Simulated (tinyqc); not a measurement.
Ways to reach the isolated limit: finite-size error of a charged defect in a periodic cell: Madelung and Makov-Payne terms. Computed by tinyqc, a small Python program. Command: `OMP_NUM_THREADS=1 python tinyqc.py 3000171 3000172 out.jsonl imagecharge walk`. One thread of a shared host (Intel(R) Xeon(R) Processor @ 2.30GHz), about 0.05 s of CPU time with the checks.

L is the cube root of the cell volume. The defect charge is a Gaussian, rho(r) = q (2 pi sigma^2)^(-3/2) exp(-r^2/2 sigma^2), repeated periodically in a uniform neutralising background and screened by a continuum. The model cell energy is E(L) = E_0 + [periodic - isolated electrostatic energy].

Inputs (values chosen for the exercise, for a model uniaxial host):

| quantity | value | unit |
|---|---|---|
| charge q | -3 | e |
| cell length L | 17.6 | angstrom |
| dielectric constant eps_xy | 15.3 | - |
| dielectric constant eps_z | 30.1 | - |
| axis ratio c/a | 0.653 | - |
| width sigma of the defect charge | 1.5 | angstrom |
| formation energy of the isolated defect E_0 | 1.561 | eV |

Supercell lattice: hexagonal. Screening: uniaxial.

scatter added to the six cells, standing for numerical noise (meV): 0.15  -1.4  0.74  0.6  -2.2  1.4

Constants: e^2/(4 pi eps_0) = 14.39964548 eV angstrom.

Method:
- Cell vectors: (1,0,0), (-1/2,sqrt(3)/2,0), (0,0,c/a), scaled to volume L^3.
- Ewald sum for a unit point charge: scale each Cartesian component of the cell by 1/sqrt(eps_i), giving R', G' and V'; E = [ (1/2) sum erfc(eta R')/R' + (2 pi/V') sum exp(-G'^2/4 eta^2)/G'^2 - eta/sqrt(pi) - pi/(2 V' eta^2) ] e^2/(4 pi eps_0) / sqrt(eps_x eps_y eps_z), over n_i = -6..6, omitting n = (0,0,0), eta = 2/V'^(1/3). alpha = -2 E eps_g L/(e^2/(4 pi eps_0)), eps_g = (eps_x eps_y eps_z)^(1/3).
- Periodic energy of the Gaussian: (2 pi q^2/V) sum_(G != 0) exp(-sigma^2 G^2)/(G.eps.G) x e^2/(4 pi eps_0), n_i = -k..k with k = max(9, L/sigma rounded up). Isolated energy: q^2/(2 sqrt(pi) sigma) <1/(n.eps.n)> e^2/(4 pi eps_0), the mean over directions n (64 Gauss-Legendre points in cos(theta)).
- Cells of the same shape with L scaled by 0.7, 0.85, 1, 1.25, 1.5 and 2; the scatter is added to E(L).
- The point-charge correction scales as 1/L from its value at the input L.
- Least-squares fits of E(L) to a + b/L, a + c/L^3 or a + b/L + c/L^3; the estimate is a, and errors are against E_0.

Scaling data:

| L (angstrom) | 1/L (1/angstrom) | E(L) (eV) | E(L) + point-charge correction (eV) |
|---|---|---|---|
| 12.32 | 0.0811688 | 0.93362 | 1.58180 |
| 14.96 | 0.0668449 | 1.03659 | 1.57038 |
| 17.60 | 0.0568182 | 1.11434 | 1.56807 |
| 22.00 | 0.0454545 | 1.20171 | 1.56469 |
| 26.40 | 0.0378788 | 1.25805 | 1.56054 |
| 35.20 | 0.0284091 | 1.33625 | 1.56311 |

point-charge correction -q^2 E = 0.453726 eV

nearest image = 13.8978 angstrom

Estimates of E_0:

| way | estimate (eV) | error (meV) |
|---|---|---|
| largest cell, uncorrected | 1.3362 | -224.75 |
| largest cell, point-charge term | 1.5631 | 2.11 |
| 1/L fit, three smallest | 1.5338 | -27.18 |
| 1/L fit, all six | 1.5491 | -11.89 |
| 1/L^3 fit, all six | 1.2930 | -268.00 |
| 1/L and 1/L^3, three smallest | 1.6083 | 47.27 |
| 1/L and 1/L^3, all six | 1.5647 | 3.72 |
| corrected data, 1/L^3 fit | 1.5605 | -0.53 |

coefficient b of the full fit = -8.1123 eV angstrom

What does the comparison show, and why?

Best here: corrected data, 1/L^3 fit (-0.5 meV); worst: 1/L^3 fit, all six (-268 meV). The fitted b is 101.6 % of the Madelung value -q^2 alpha e^2/(8 pi eps_0 eps_g), so such a fit also measures the screening. The three-term fit to three small cells has no spare point and magnifies the scatter. A pure 1/L fit lands below E_0, because the positive 1/L^3 term flattens the small-cell points.

Extremes, crossings and ranges named in words are read from the listed rows.
